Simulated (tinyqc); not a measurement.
# Undoped gate-all-around wire MOSFET, analytic charge model: two studies

An undoped round wire of radius R under an insulator shell and a surrounding gate; long channel, electrons only, n = ni exp((psi - V)/Vt) with V the quasi-Fermi potential (0 at the source, Vd at the drain), constant mobility, no quantisation. The radial Poisson equation gives n(r) = n(0)/(1 - (1 - b) r^2/R^2)^2 with b = Q0/(Q + Q0). Q is the electron charge per area of the wire surface.

Parameters, values chosen for the exercise; material values close to those of In0.53Ga0.47As:
```
symbol,value,unit,meaning
T,300,K,temperature
Eg,0.733,eV,band gap
eps_r,14,,relative permittivity of the semiconductor
Nc,2.07e17,cm^-3,conduction-band density of states at T
Nv,7.63e18,cm^-3,valence-band density of states at T
eox,7.2,,relative permittivity of the gate insulator
tox,3.5,nm,insulator thickness
R,5,nm,wire radius
dphi,-0.17,V,gate work function less that of the intrinsic body
mu,300,cm^2/(V s),channel mobility
L,2,um,gate length
Vd,0.05,V,drain voltage
```

Constants: q = 1.602176634e-19 C, kB = 1.380649e-23 J/K, Vt = kB T/q, eps0 = 8.8541878128e-14 F/cm where lengths are in cm. Results are converted to the units shown.

Each table varies one quantity; the others keep the values above.

## Output curve

ni = sqrt(Nc Nv) exp(-Eg/(2 Vt)), Eg in volts; Cox = eps0 eox/(R ln(1 + tox/R)); Q0 = 4 eps0 eps_r Vt/R; V0 = dphi + Vt ln[8 eps0 eps_r Vt/(q ni R^2)]. Q solves Vg - V0 - V = Q/Cox + Vt ln(Q/Q0) + Vt ln(1 + Q/Q0). I = mu (2 pi R/L)[2 Vt (Qs - Qd) + (Qs^2 - Qd^2)/(2 Cox) + Vt Q0 ln((Qd + Q0)/(Qs + Q0))], with Qs at V = 0 and Qd at V = Vd.

In this table Vg = 0.54 V.

Results:
```
Vd (V)  Qd (nC/cm^2)     Qd/Qs  I (uA)
0.06           476.4    0.7979  0.1517
0.11           379.2    0.6352  0.2524
0.22           183.1    0.3066  0.3968
0.27           107.6    0.1803  0.4308
0.32           48.30   0.08091  0.4488
0.38           10.04   0.01682  0.4561
0.43           1.714  0.002870  0.4572
0.48          0.2550  4.272e-4  0.4574
```

Estimate the missing row, Vd = 0.16 V.

Computed row:
```
Vd (V)  Qd (nC/cm^2)   Qd/Qs  I (uA)
0.16           286.3  0.4796  0.3307
```

With this row back in the table: The current rises from 0.152 to 0.457 uA, while the charge at the drain end falls from 0.80 to 4.3e-4 of that at the source. The current first comes within 1 % of its last value at Vd = 0.38 V among the rows. Over the last rows Qd falls by a factor of e for each Vt of drain voltage: the drain end is in weak inversion. In every row the surface density at the source passes 0.3 Nc, where Boltzmann statistics fail. In every row the body is thin enough for quantum confinement, left out here, to raise the threshold.

## Effect of the insulator thickness

I = mu (2 pi R/L)[2 Vt (Qs - Qd) + (Qs^2 - Qd^2)/(2 Cox) + Vt Q0 ln((Qd + Q0)/(Qs + Q0))], with Qs at V = 0 and Qd at V = Vd.  I(low) is taken at Vg = -0.01 V, Qs and I(high) at Vg = 0.74 V.

The same in every row: V0 (V) = 0.2386.

Results:
```
tox (nm)  I(low) (nA)  Qs(high) (nC/cm^2)  I(high) (uA)
1.2          0.001781                2285        0.5076
1.7          0.001781                1738        0.3867
2.4          0.001781                1338        0.2982
3.5          0.001781                1019        0.2275
5            0.001781               800.8        0.1789
10           0.001781               526.8        0.1179
```

Estimate the missing row, tox = 7.3 nm.

Computed row:
```
tox (nm)  I(low) (nA)  Qs(high) (nC/cm^2)  I(high) (uA)
7.3          0.001781               631.7        0.1413
```

With this row back in the table: As tox goes from 1.2 to 10 nm, I(low) stays near 0.00178 nA and I(high) falls from 0.508 to 0.118 uA. On average I(low) is independent of tox and I(high) goes as tox^(-0.69). Below threshold no voltage drops over the insulator in this long-channel model, so its thickness does not matter there. In every row the surface density at the source at the higher gate voltage passes 0.3 Nc, where Boltzmann statistics fail. In every row the body is thin enough for quantum confinement, left out here, to raise the threshold.

tinyqc, about 0.02 s, one thread, Intel Xeon 2.30GHz (shared host): `OMP_NUM_THREADS=1 python tinyqc.py 2460065 2460066 out.jsonl`
